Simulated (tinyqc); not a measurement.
Overlap of hydrogenic dopants: pairs, impurity band and the Mott density: one step. The impurity band at this density. Five cases, with inputs chosen for the exercise.

Question. Form R/aB, t, B = 2 z t and N^(1/3) aB. Two estimates of the gap between the Hubbard bands: u - B (rigid bands, closing at B = u) and the Hubbard-III rule, which closes at B = (2/sqrt3) u; give B/u.

Ry* = Ry m/eps^2, aB = a0 eps/m. For 1s orbitals a distance rho = R/aB apart, in Ry*: overlap S = exp(-rho)(1 + rho + rho^2/3), J = (2/rho)(1 - (1 + rho) exp(-2 rho)) (attraction to the other ion), Kx = 2 (1 + rho) exp(-rho) (exchange of one electron). One electron on a pair has E = -1 - (J +/- Kx)/(1 +/- S), without the repulsion 2/rho of the ions. Hopping after orthogonalisation: t = (Kx - S J)/(1 - S^2), half the splitting. Dopants on a lattice with z neighbours, n = (3 sqrt3/4)/R^3 (bcc), give a band of width B = 2 z t, as on any lattice of two interpenetrating sublattices. Valleys, central cells and disorder are left out.

Case 1.

Values chosen (out of a larger set: an isotropic mass and dielectric constant of the size used for donors in Si; not measured data):
- N = 0.016 1/aB^3 (dopant density)
- z = 8 (neighbours in the dopant lattice)
- u = 0.945 Ry* (cost of a second electron on one dopant)

Ry* = 33.35094 meV

Case 2.

Values chosen (out of a larger set: an isotropic mass and dielectric constant of the size used for donors in SiC; not measured data):
- N = 0.027 1/aB^3 (dopant density)
- z = 8 (neighbours in the dopant lattice)
- u = 0.945 Ry* (cost of a second electron on one dopant)

Ry* = 60.30224 meV

Case 3.

Values chosen (out of a larger set: an isotropic mass and dielectric constant of the size used for donors in Si; not measured data):
- N = 0.0053 1/aB^3 (dopant density)
- z = 8 (neighbours in the dopant lattice)
- u = 1.25 Ry* (cost of a second electron on one dopant)

Ry* = 32.76841 meV

Case 4.

Values chosen (out of a larger set: an isotropic mass and dielectric constant of the size used for donors in GaAs; not measured data):
- N = 0.016 1/aB^3 (dopant density)
- z = 8 (neighbours in the dopant lattice)
- u = 0.945 Ry* (cost of a second electron on one dopant)

Ry* = 4.84133 meV

Case 5.

Values chosen (out of a larger set: an isotropic mass and dielectric constant of the size used for donors in GaAs; not measured data):
- N = 0.0085 1/aB^3 (dopant density)
- z = 8 (neighbours in the dopant lattice)
- u = 0.945 Ry* (cost of a second electron on one dopant)

Ry* = 5.07646 meV

Give: R/aB; t; B; N^(1/3) aB; B/u.

Answer.

Case 1.

R/aB = 4.3301
t = 0.07166 Ry*

B: in Ry* 1.147, in meV 38.240

N^(1/3) aB = 0.2520
B/u = 1.213

Both rules close the gap: a metal (at such spacings hopping beyond nearest neighbours, left out, counts too). Mott's screening rule, N^(1/3) aB = 0.26, puts this density at its limit, barely on the insulating side, so the criteria differ.

Case 2.

R/aB = 3.6371
t = 0.12046 Ry*

B: in Ry* 1.927, in meV 116.223

N^(1/3) aB = 0.3000
B/u = 2.040

Both rules close the gap: a metal (at such spacings hopping beyond nearest neighbours, left out, counts too). Mott's screening rule, N^(1/3) aB = 0.26, puts this density on the metallic side.

Case 3.

R/aB = 6.2582
t = 0.01539 Ry*

B: in Ry* 0.246, in meV 8.068

N^(1/3) aB = 0.1744
B/u = 0.197

Both rules leave a gap: an insulator at T = 0. Mott's screening rule, N^(1/3) aB = 0.26, puts this density on the insulating side.

Case 4.

R/aB = 4.3301
t = 0.07166 Ry*

B: in Ry* 1.147, in meV 5.551

N^(1/3) aB = 0.2520
B/u = 1.213

Both rules close the gap: a metal (at such spacings hopping beyond nearest neighbours, left out, counts too). Mott's screening rule, N^(1/3) aB = 0.26, puts this density at its limit, barely on the insulating side, so the criteria differ.

Case 5.

R/aB = 5.3465
t = 0.03237 Ry*

B: in Ry* 0.518, in meV 2.630

N^(1/3) aB = 0.2041
B/u = 0.548

Both rules leave a gap: an insulator at T = 0. Mott's screening rule, N^(1/3) aB = 0.26, puts this density on the insulating side.

Computed by tinyqc, one run a case: `OMP_NUM_THREADS=1 python tinyqc.py N N+1 out.jsonl` with N = 1450066, 1450435, 1450619, 1450684, 1450694; one thread of a shared Intel(R) Xeon(R) Processor @ 2.30GHz, about 0.01 s a run at most.
